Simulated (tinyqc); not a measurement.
# Floating body of a partially depleted SOI transistor: body voltage and kink, step by step

Numbers from tinyqc (`OMP_NUM_THREADS=1 python tinyqc.py 2182230 2182231 out.jsonl`; about 0.2 s on one thread of a shared Intel Xeon 2.30GHz). Printed values are rounded.

Source at 0 V. Channel current Ic = 2 nf K Vt^2 [F(0) - F(Vd)](1 + la Vd), F(V) = ln^2(1 + exp((Vg - VT - nf V)/(2 nf Vt))), VT = VT0 - gb Vb. Saturation voltage Vs = 2 Vt sqrt(F(0)) + 3 Vt, excess Ve = (Vd - Vs + sqrt((Vd - Vs)^2 + 0.0004 V^2))/2, multiplication M1 = Ai Ve exp(-Bl/Ve). Each junction passes D(v) = J1 (exp(v/Vt) - 1) + J2 (exp(v/(2 Vt)) - 1). Bipolar current Ib = bb J1 (exp(Vb/Vt) - 1). The body settles where M1 (Ic + Ib) = D(Vb) + D(Vb - Vd) + Vb/Rb; drain current Id = (1 + M1)(Ic + Ib) - D(Vb - Vd).

Inputs (values chosen for the exercise); values of the order met in partially depleted silicon-on-insulator transistors:
- T = 358 K (temperature)
- VT0 = 0.41 V (threshold at zero body voltage)
- gb = 0.2 (fall of the threshold per volt of body voltage)
- nf = 1.34 (slope factor)
- K = 380 uA/(V^2 um) (gain factor per width)
- la = 0.09 1/V (channel-length modulation factor)
- Ai = 2.24 1/V (impact-ionisation prefactor)
- Bl = 8.8 V (impact-ionisation voltage)
- J1 = 4.2e-10 uA/um (diffusion saturation current of each junction)
- J2 = 1.7e-8 uA/um (recombination saturation current of each junction)
- bb = 0.5 (gain of the lateral bipolar transistor on the diffusion current)
- Rb = 1e9 kohm um (resistance of a weak body tie to the source (1e9 stands for no tie, and the term is then dropped))
- Vg = 0.54 V (gate voltage)
- Vd = 1.6 V (drain voltage)

Constants: q = 1.602176634e-19 C, kB = 1.380649e-23 J/K, Vt = kB T/q. Results are converted to the units shown.

Range of the model: The multiplication law is an empirical form chosen for the exercise; self-heating and capacitive coupling to the body are left out, and the linear laws are rough once Vb passes about 0.7 V or M1 about 0.1.

## Starting value

Vb = 0.67 V.

Vb at the start = 0.67 V

## Iteration 1: new Vb

Current into the body I_in = M1 (Ic + Ib) - D(Vb - Vd), current out I_out = D(Vb) + Vb/Rb; f = ln(I_in/I_out), s = df/dVb by central differences over 1e-5 V, Vb(new) = Vb - f/s.

Ic = 11.59194 uA/um
Ve = 1.308030 V
M1 = 0.003508105
I_in = 0.04265772 uA/um
I_out = 1.136513 uA/um
f = -3.282512
s = -30.36537 1/V
Vb after iteration 1 = 0.5618995 V

## Iteration 2: new Vb

As before.

Ic = 9.870108 uA/um
Ve = 1.323440 V
M1 = 0.003838681
I_in = 0.03795377 uA/um
I_out = 0.03430727 uA/um
f = 0.1010117
s = -31.56858 1/V
Vb after iteration 2 = 0.5650992 V

## Course of the iteration

Stop when the step is below 1e-10 V, or after 40 iterations.

Course of the iteration:
```
iteration  Vb before the step (V)  step (V)
1                            0.67    -0.108
2                       0.5618995   3.20e-3
3                       0.5650992  -1.15e-7
4                       0.5650991   < 1e-13
```

Converged in 4 iterations.

## Drain current with floating and with grounded body

converged Vb = 0.5650991 V

Id and VT at the converged Vb, Id at Vb = 0, their ratio, and the bipolar share Ib/(Ic + Ib).

VT = 0.2969802 V
Id, floating = 9.975788 uA/um
Id, grounded = 3.458356 uA/um
ratio = 2.884546
bipolar share = 0.1906193 %

The body rises to 0.565 V and lowers the threshold by 113 mV.
